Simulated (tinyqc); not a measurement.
Worked calculation: ROHF in the sto-6g basis, for BeH, spin multiplicity 2. One step of it, computed by the program tinyqc.

Problem. Iteration 3: diagonalisation and new density. Diagonalise F' = X^T F X, C = X C', fill 3 alpha and 2 beta electrons from the bottom; D(s) = C_occ C_occ^T. Each column has its largest component positive (the first on a tie).

extrapolated F (hartree), order 1Be 1s, 1Be 2s, 1Be 2px, 1Be 2py, 1Be 2pz, 2H 1s:
$$\begin{pmatrix}
-4.575095 & -1.240440 & 0.000000 & 0.000000 & -0.000369 & -0.165368 \\
-1.240440 & -0.515671 & 0.000000 & 0.000000 & -0.054849 & -0.306258 \\
0.000000 & 0.000000 & 0.228076 & -0.000040 & 0.000000 & 0.000000 \\
0.000000 & 0.000000 & -0.000040 & 0.217125 & 0.000000 & 0.000000 \\
-0.000369 & -0.054849 & 0.000000 & 0.000000 & -0.007752 & -0.280972 \\
-0.165368 & -0.306258 & 0.000000 & 0.000000 & -0.280972 & -0.202094
\end{pmatrix}$$

X, order 1Be 1s, 1Be 2s, 1Be 2px, 1Be 2py, 1Be 2pz, 2H 1s:
$$\begin{pmatrix}
0.282726 & 0.771309 & 0.000000 & 0.000000 & 0.594642 & 0.212368 \\
-0.737485 & -0.572589 & 0.000000 & 0.000000 & 0.446998 & 0.403775 \\
0.000000 & 0.000000 & -0.506326 & 0.862342 & 0.000000 & 0.000000 \\
0.000000 & 0.000000 & 0.862342 & 0.506326 & 0.000000 & 0.000000 \\
-0.759335 & 0.514935 & 0.000000 & 0.000000 & -0.497847 & 0.386564 \\
1.003051 & -0.248578 & 0.000000 & 0.000000 & -0.215840 & 0.529652
\end{pmatrix}$$

Give: F' = X^T F X; orbital energies; coefficients C; D(alpha) after iteration 3; D(beta) after iteration 3.

Solution.

F' = X^T F X (hartree):
$$\begin{pmatrix}
0.3893 & -0.4532 & 0.0000 & 0.0000 & -0.3528 & -0.2014 \\
-0.4532 & -1.7295 & 0.0000 & 0.0000 & -1.9642 & -0.8249 \\
0.0000 & 0.0000 & 0.2200 & -0.0048 & 0.0000 & 0.0000 \\
0.0000 & 0.0000 & -0.0048 & 0.2252 & 0.0000 & 0.0000 \\
-0.3528 & -1.9642 & 0.0000 & 0.0000 & -2.3258 & -1.0531 \\
-0.2014 & -0.8249 & 0.0000 & 0.0000 & -1.0531 & -0.8614
\end{pmatrix}$$

orbital energies (hartree): MO1 -4.5765, MO2 -0.3816, MO3 -0.0559, MO4 0.2171, MO5 0.2281, MO6 0.4866

coefficients C, order 1Be 1s, 1Be 2s, 1Be 2px, 1Be 2py, 1Be 2pz, 2H 1s:
$$\begin{pmatrix}
0.9951 & -0.1667 & -0.2032 & 0.0000 & 0.0000 & 0.1196 \\
0.0191 & 0.5340 & 0.7861 & 0.0000 & 0.0000 & -0.5754 \\
0.0000 & 0.0000 & 0.0000 & 0.0037 & 1.0000 & 0.0000 \\
0.0000 & 0.0000 & 0.0000 & 1.0000 & -0.0037 & 0.0000 \\
0.0012 & 0.2684 & -0.5913 & 0.0000 & 0.0000 & -0.9041 \\
-0.0026 & 0.5782 & -0.2774 & 0.0000 & 0.0000 & 0.9918
\end{pmatrix}$$

D(alpha) after iteration 3, order 1Be 1s, 1Be 2s, 1Be 2px, 1Be 2py, 1Be 2pz, 2H 1s:
$$\begin{pmatrix}
1.0592 & -0.2298 & 0.0000 & 0.0000 & 0.0767 & -0.0426 \\
-0.2298 & 0.9035 & 0.0000 & 0.0000 & -0.3215 & 0.0907 \\
0.0000 & 0.0000 & 0.0000 & 0.0000 & 0.0000 & 0.0000 \\
0.0000 & 0.0000 & 0.0000 & 0.0000 & 0.0000 & 0.0000 \\
0.0767 & -0.3215 & 0.0000 & 0.0000 & 0.4217 & 0.3192 \\
-0.0426 & 0.0907 & 0.0000 & 0.0000 & 0.3192 & 0.4113
\end{pmatrix}$$

D(beta) after iteration 3, order 1Be 1s, 1Be 2s, 1Be 2px, 1Be 2py, 1Be 2pz, 2H 1s:
$$\begin{pmatrix}
1.0179 & -0.0700 & 0.0000 & 0.0000 & -0.0435 & -0.0990 \\
-0.0700 & 0.2855 & 0.0000 & 0.0000 & 0.1434 & 0.3087 \\
0.0000 & 0.0000 & 0.0000 & 0.0000 & 0.0000 & 0.0000 \\
0.0000 & 0.0000 & 0.0000 & 0.0000 & 0.0000 & 0.0000 \\
-0.0435 & 0.1434 & 0.0000 & 0.0000 & 0.0720 & 0.1552 \\
-0.0990 & 0.3087 & 0.0000 & 0.0000 & 0.1552 & 0.3344
\end{pmatrix}$$
